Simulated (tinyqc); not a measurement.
Changing the mean atomic mass M: estimate of lattice thermal conductivity from elastic moduli (Slack, Klemens and Cahill formulas). Computed by tinyqc, a small Python program. Command: `OMP_NUM_THREADS=1 python tinyqc.py 3016461 3016462 out.jsonl slack sweep`. One thread of a shared host (Intel(R) Xeon(R) Processor @ 2.30GHz), about 0.01 s of CPU time with the checks.

An isotropic solid.

Inputs (values chosen for the exercise, for a model crystal):

| quantity | value | unit |
|---|---|---|
| bulk modulus B | 201 | GPa |
| shear modulus G | 47.3 | GPa |
| volume per atom V | 21.6 | angstrom^3 |
| atoms per primitive cell n | 20 | - |
| volume expansion coefficient alpha_V | 15.6 | ppm/K |
| temperature T | 1200 | K |
| disorder parameter Gamma | 0.077 | - |
| grain size d | 240 | nm |

Grueneisen parameter: from thermal expansion.

Constants: u = 1.6605390666e-27 kg; hbar = 1.054571817e-34 J s; k_B = 1.380649e-23 J/K; h = 6.62607015e-34 J s.

Method:
- rho = M/V; vL = sqrt((B + 4G/3)/rho), vT = sqrt(G/rho); v_m = [(vL^-3 + 2 vT^-3)/3]^(-1/3); Poisson ratio sigma = (3B - 2G)/(6B + 2G); Theta = hbar v_m (6 pi^2/V)^(1/3)/k_B.
- gamma = alpha_V B V/(3 k_B), with the classical heat capacity 3 k_B per atom.
- Slack, an estimate for T near or above Theta_a: kappa = A M Theta_a^3 delta n^(1/3)/(gamma^2 T) in W/(m K), with M in u, delta = V^(1/3) in angstrom, Theta_a = Theta n^(-1/3) and A = 2.43e-6/(1 - 0.514/gamma + 0.228/gamma^2).
- High-temperature forms with the classical heat capacity. Klemens: kappa/kappa_0 = arctan(u)/u, u^2 = pi^2 Theta V Gamma kappa_0/(h v_m^2). Grains: 1/kappa_poly = 1/kappa + 1/(C v_m d/3), C = 3 k_B/(n V), the acoustic branches alone.
- Cahill minimum: kappa_min = (pi/6)^(1/3) k_B V^(-2/3) sum over L, T, T of v (T/Theta_i)^2 int_0^(Theta_i/T) x^3 e^x/(e^x - 1)^2 dx, Theta_i = Theta v_i/v_m (64 Gauss-Legendre points).
- Its high-temperature limit is (1/2) (pi/6)^(1/3) k_B V^(-2/3) (vL + 2 vT).

One run for each value:

| mean atomic mass M (u) | kappa of the perfect crystal (W/(m K)) | Debye temperature Theta (K) | kappa_min (W/(m K)) | kappa with point defects (W/(m K)) |
|---|---|---|---|---|
| 10 | 3.164 | 948.1 | 2.294 | 2.510 |
| 15 | 2.583 | 774.1 | 1.915 | 2.050 |
| 24 | 2.042 | 612.0 | 1.539 | 1.620 |
| 36 | 1.668 | 499.7 | 1.269 | 1.323 |
| 55 | 1.349 | 404.3 | 1.034 | 1.070 |
| 85 | 1.085 | 325.2 | 0.835 | 0.861 |
| 130 | 0.878 | 262.9 | 0.677 | 0.696 |
| 200 | 0.707 | 212.0 | 0.547 | 0.561 |

Describe and explain the trends.

Over the rows, kappa of the perfect crystal (W/(m K)) falls from 3.16 to 0.707 (exponent d ln y / d ln x about -0.50 throughout); Debye temperature Theta (K) falls from 948 to 212 (exponent d ln y / d ln x about -0.50 throughout); kappa_min (W/(m K)) falls from 2.29 to 0.547 (exponent d ln y / d ln x -0.45 between the first rows and -0.50 between the last). The exponent of kappa of the perfect crystal stays at -0.50: M Theta^3 scales as M^(-1/2) at fixed moduli. The exponent of Debye temperature Theta stays at -0.50: velocities scale as rho^(-1/2). At fixed moduli and volume a heavier crystal has slower sound: every velocity and Theta go as M^(-1/2), and so does kappa_min once T is well above Theta.

Caution (all rows): the estimate comes near or below kappa_min; the free path cannot fall under half a wavelength, so the true value levels off near kappa_min.

Extremes, crossings and ranges named in words are read from the listed rows.
